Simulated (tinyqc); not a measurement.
# Resistance of a tapered via with liner, size effect and interface, step by step

Computed by the program tinyqc: `OMP_NUM_THREADS=1 python tinyqc.py 2750060 2750061 out.jsonl`, one thread of a shared Intel Xeon 2.30GHz, about 0.01 s for the whole run. Printed values are rounded.

A round via whose diameter grows from db at the bottom as D(z) = db + 2 z/tan(ang). The fill, of diameter D - 2 tl, starts above the bottom liner (thickness fb tl) and has rho = rho0 (1 + ks lam/(D - 2 tl)); the sidewall liner conducts in parallel with it. The bottom liner and the interface are crossed over the full area pi db^2/4. Spreading in the lines above and below is left out.

Values chosen for this exercise; fill metal close to tungsten:
```
symbol    value      unit                                               meaning
db          8.9        nm                                diameter at the bottom
hv           22        nm                                                height
ang          88   degrees                                        sidewall angle
rho0       5.41   uohm cm                          bulk resistivity of the fill
lam        15.8        nm                            mean free path of the fill
ks          0.8                                              size-effect factor
tl          1.8        nm                                 liner on the sidewall
fb          0.7                   liner at the bottom over that on the sidewall
rl          360   uohm cm                              resistivity of the liner
ri      2.3e-12  ohm cm^2                   interface resistivity at the bottom
Sb       9.1e14     S/m^2  ballistic conductance per area, about 3/(4 rho0 lam)
```

## Slices of the via

Slices between z0 = fb tl and hv, evaluated at their midpoints: conductance per length pi/4 [(D - 2 tl)^2/rho + (D^2 - (D - 2 tl)^2)/rl], slice resistance = slice height over that. 9 slices.

z, slice 0 to 8 (nm): [2.41222, 4.71667, 7.02111, 9.32556, 11.63, 13.9344, 16.2389, 18.5433, 20.8478]
D, slice 0 to 8 (nm): [9.06847, 9.22942, 9.39037, 9.55131, 9.71226, 9.87320, 10.0341, 10.1951, 10.3560]
rho, slice 0 to 8 (uohm cm): [17.9148, 17.5573, 17.2197, 16.9003, 16.5977, 16.3107, 16.0380, 15.7787, 15.5317]
slice resistance, slice 0 to 8 (ohm): [16.1694, 15.0193, 13.9793, 13.0362, 12.1791, 11.3982, 10.6853, 10.0329, 9.43475]

## Total resistance

R_fill = sum of the slices; R_bottom = rl fb tl/(pi db^2/4); R_interface = ri/(pi db^2/4); ballistic (Sharvin) limit 1/(Sb pi (db - 2 tl)^2/4); ideal cylinder rho0 hv/(pi db^2/4).

parts (ohm): fill 111.934, bottom liner 72.9127, interface 3.69707
R = 188.544 ohm
shares (%): fill 59.3678, bottom liner 38.6714, interface 1.9609
ballistic limit = 49.8101 ohm
ideal cylinder = 19.1315 ohm

The fill is the largest part, and R is 9.86 times the ideal cylinder. With 2000 slices R = 188.57 ohm.
